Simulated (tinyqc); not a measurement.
Microkinetic model of low-temperature epitaxy from hydride gases: adsorption, hydrogen desorption and rate control. Changing the hydrogen carrier pressure p_H. Computed by tinyqc, a small Python program. Command: `OMP_NUM_THREADS=1 python tinyqc.py 3014635 3014636 out.jsonl hepi sweep`. One thread of a shared host (Intel(R) Xeon(R) Processor @ 2.30GHz), about 0.02 s of CPU time with the checks.

Each hydride molecule needs two free sites and leaves four hydrogen atoms, of which two leave at once as H2; theta is the hydrogen coverage, the site density is 6.78 per nm^2 and one layer is 1.358 angstrom thick.

Inputs (values chosen for the exercise, close to those used for silane on Si(001)):
```
quantity                            value  unit
silane pressure p_S                 0.013    Pa
sticking prefactor of silane s0     0.091     -
adsorption barrier E_s               0.26    eV
desorption prefactor nu_d         4.3e+11   1/s
desorption energy on silicon E_d     2.18    eV
sticking of hydrogen s_H          1.8e-08     -
temperature T                         760     C
```

Film: silicon. Order of hydrogen desorption: first.

Constants: k_B = 8.617333262e-05 eV/K; u = 1.6605390666e-27 kg; k_B = 1.380649e-23 J/K.

Method:
- Flux per site F = p/(sqrt(2 pi M k_B T) x 6.78e18 per m^2), M = 32.12 u (silane), 2.016 u (hydrogen); s = s0 exp(-E_s/(k_B T)); k_S = s F_S = k; k_H = s_H F_H; k_d = nu_d exp(-E_d/(k_B T)).
- Temperatures in kelvin are T(C) + 273.15.
- With k the hydride and k_H the hydrogen adsorption rate on free pairs and k_d the desorption rate, steady state: 2 (k + k_H)(1 - theta)^2 = k_d theta; growth rate R = k (1 - theta)^2 layers/s; 1 layer/s = 8.148 nm/min.
- With c = 2 (k + k_H)/k_d the free share is 1 - theta = 2/(1 + sqrt(1 + 4c)).
- X_i = d ln R/d ln k_i at fixed other constants. With f = 1 - theta and a = 2/f + 1/theta: d ln f/d ln k_d = 1/(a f), so X_d = 2/(a f), X_k = 1 - X_d k/(k + k_H), X_H = -X_d k_H/(k + k_H); they sum to 1.

One run for each value:
```
hydrogen carrier pressure p_H (Pa)  growth rate G (nm/min)  hydrogen coverage theta  X_H (hydrogen adsorption)
1                                                    1.052                   0.0259                 -5.680e-05
4                                                    1.052                   0.0260                 -2.271e-04
70                                                   1.048                   0.0278                 -3.953e-03
300                                                  1.034                   0.0340                 -1.662e-02
1000                                                 0.996                   0.0521                 -5.245e-02
6000                                                 0.797                   0.1521                 -2.300e-01
20000                                                0.532                   0.3075                 -4.504e-01
100000                                               0.204                   0.5708                 -7.203e-01
```

Give the missing row, hydrogen carrier pressure p_H (Pa) = 20.

Computed row:
```
hydrogen carrier pressure p_H (Pa)  growth rate G (nm/min)  hydrogen coverage theta  X_H (hydrogen adsorption)
20                                                   1.051                   0.0264                 -1.134e-03
```

Interpolating between the two neighbouring rows (the first column on a logarithmic scale, the others too where they are positive) misses most in X_H (hydrogen adsorption), by 100 %. Over the rows, growth rate G (nm/min) falls from 1.05 to 0.204 (exponent d ln y / d ln x -1.2e-4 between the first rows and -0.59 between the last); hydrogen coverage theta rises from 0.0259 to 0.571 (exponent d ln y / d ln x 0.0023 between the first rows and 0.38 between the last); X_H (hydrogen adsorption) falls from -5.68e-5 to -0.720 (exponent d ln y / d ln x 1.00 between the first rows and 0.29 between the last). At the low end the exponent of growth rate G is 0.00, close to 0: carrier hydrogen plays no part.

Caution (rows 6000, 20000, 100000): at carrier pressures near or above 1e4 Pa gas-phase transport, left out here, begins to limit.
